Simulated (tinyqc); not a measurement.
Liquidus of a compound AB in a simple-solution melt, liquid-phase epitaxy and vapour pressures: one step, computed by the program tinyqc. Command: `OMP_NUM_THREADS=1 python tinyqc.py 3024515 3024516 out.jsonl liq35 walk`. One thread of a shared host (Intel(R) Xeon(R) Processor @ 2.30GHz), about 0.02 s of CPU time with the checks.

x is the atom fraction of B in the melt. The melt is a simple solution: R T ln gamma_B = W (1 - x)^2, R T ln gamma_A = W x^2, W = a + b T. The solid AB is stoichiometric.

Problem. Vapour pressures and congruent evaporation. Liquidus (Vieland): f(x) = R T ln[4 x (1 - x)] + 2 W (1/2 - x)^2 + S_F (T_F - T) = 0. Over the A-rich liquidus: p_A = gamma_A (1 - x) exp(S_A/R - H_A/(R T)), p_B2 = [gamma_B x exp(S_B/R - H_B/(R T))]^2, in bar. Free evaporation is congruent while the A flux over this liquidus is at least the B flux; with A and B2 taken as equal in mass for the estimate, T_c solves p_A = 2 p_B2.

Inputs (values chosen for the exercise, for a model compound):
```
quantity                                 value       unit
melting point T_F                         1561          K
entropy of fusion S_F                       72  J/(mol K)
interaction a                             21.8     kJ/mol
interaction slope b                      -41.4  J/(mol K)
saturation temperature T                  1111          K
heat of evaporation of A                   262     kJ/mol
entropy of evaporation of A                106  J/(mol K)
heat of evaporation of B as (1/2) B2      82.6     kJ/mol
entropy of evaporation of B as (1/2) B2   62.4  J/(mol K)
```

Constants: R = 8.314462618 J/(mol K).

Give: log10 p_A; log10 p_B2; congruent temperature T_c.

Solution.

log10 p_A = -6.793

log10 p_B2 = -6.613

congruent temperature T_c = 1018 K

T is above T_c: in vacuum B leaves faster and droplets of A form unless a B flux is supplied.
